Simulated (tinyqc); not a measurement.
Inside a calculation. Model: Berg model of reactive sputtering of a nitride or oxide: poisoning, hysteresis and pumping speed. Computed by tinyqc, a small Python program that keeps every step. Command: `OMP_NUM_THREADS=1 python tinyqc.py 3023748 3023749 out.jsonl berg walk`. One thread of a shared host (Intel(R) Xeon(R) Processor @ 2.30GHz), about 0.06 s of CPU time with the checks. Intermediate numbers are printed to about 6 digits and carried at full precision; extremes and crossings named in words are read from the listed rows.

A diatomic gas reacts with bare metal on the target and on the collecting surfaces; ions remove metal and compound from the target. theta_t and theta_c are the compound fractions.

Inputs (values chosen for the exercise, close to those used for titanium nitride): ion current density J = 34 mA/cm^2; target area A_t = 230 cm^2; collecting area A_c = 2400 cm^2; metal yield Y_m = 0.57; compound yield Y_c = 0.13; sticking coefficient alpha = 0.46; reactive atoms per metal atom z = 1; gas mass M = 28 u; pumping speed S = 41 l/s; gas temperature T = 300 K; reactive partial pressure P = 0.011 Pa.

Constants: e = 1.602176634e-19 C; u = 1.6605390666e-27 kg; k_B = 1.380649e-23 J/K.

## Steady state at the pressure P

Ion flux j = J/e; gas flux F = P/sqrt(2 pi M k_B T). Target: (2/z) alpha F (1 - theta_t) = j Y_c theta_t. Sputtered flows F_c = j Y_c theta_t A_t, F_m = j Y_m (1 - theta_t) A_t. Collector: (2/z) alpha F (1 - theta_c) A_c + F_c (1 - theta_c) = F_m theta_c. Gas use Q = alpha F [(1 - theta_t) A_t + (1 - theta_c) A_c] + P S/(k_B T); 1 sccm = 4.4780e17 molecules/s. Rate R = F_m + F_c, given relative to j Y_m A_t.

ion flux j = 2.12211e+17 1/(cm^2 s)

gas flux F = 3.16226e+16 1/(cm^2 s)

theta_t = 0.513279

theta_c = 0.843674

gas use (sccm): target 3.6365, collector 12.1875, pump 0.2432

total flow Q = 16.0671 sccm

rate relative to clean metal = 0.603785

The target is partly covered. The film is 84.4 % compound. Caution: here dQ/dP is negative, a branch that flow control cannot hold.

## Critical pumping speed

P is a single-valued function of the flow Q only if dQ/dP > 0 everywhere: S must exceed k_B T times the steepest fall of the surface terms with P.

pressure of the steepest fall = 0.0160646 Pa

critical pumping speed = 341.938 l/s

S is 0.12 times the critical value: the flow curve is S-shaped and flow control shows hysteresis.

## The hysteresis loop

Turning points solve dQ/dP = 0; a jump keeps Q fixed; the width of the loop is the difference of the two turning flows.

Corners of the loop:
```
point                          P (Pa)  Q (sccm)   theta_t   theta_c  relative rate
edge of the metallic branch  0.009013   16.1822  0.463534  0.801199       0.642184
landing, poisoned            0.382888   16.1822  0.973480  0.999697       0.248542
edge of the poisoned branch  0.093639   11.5142  0.899771  0.995375       0.305440
landing, metallic            0.002513   11.5142  0.194154  0.433904       0.850126
```

width of the loop = 4.66797 sccm

Raising the flow past 16.2 sccm drops the rate from 0.642 to 0.249; the metallic mode returns only below 11.5 sccm. The best film reachable on the metallic branch is 80 % compound, so the region between needs pressure feedback. The pressure P of the inputs lies between the turning points, where dQ/dP is negative and flow control cannot hold it.

## Flow curve at three pumping speeds

The formulas are those given above.

Pressure as the free variable:
```
P (Pa)   theta_t   theta_c  relative rate  Q at S_c/4 (sccm)  Q at S_c (sccm)  Q at 2 S_c (sccm)
0.0008  0.071232  0.176287       0.945014             5.2119           5.3226             5.4700
0.0016  0.132991  0.313201       0.897340             8.8042           9.0254             9.3204
0.0032  0.234762  0.505941       0.818781            13.0159          13.4583            14.0483
0.0056  0.349326  0.675962       0.730345            15.5939          16.3682            17.4006
0.0096  0.479261  0.815363       0.630044            16.4005          17.7279            19.4977
0.0160  0.605353  0.905659       0.532710            15.7244          17.9366            20.8863
0.0260  0.713681  0.955130       0.449089            14.5228          18.1178            22.9111
0.0400  0.793165  0.978260       0.387732            13.6262          19.1569            26.5312
0.0640  0.859858  0.990619       0.336250            13.2970          22.1461            33.9449
0.1300  0.925722  0.997520       0.285407            14.8355          32.8102            56.7765
```

At S_c/4 the flow falls with pressure in 4 of the intervals: as the target poisons, less metal arrives to getter the gas. At 2 S_c it rises throughout. Coverages and rate depend on P alone, not on S. The collector converts before the target (theta_c = 0.82 at theta_t = 0.48), since the metal is spread over a larger area and no ions clean it. The rate tends to Y_c/Y_m = 0.228.

Checks made by the program: gas taken up by surfaces against gas bound in the growing film (relative difference below 1e-10).
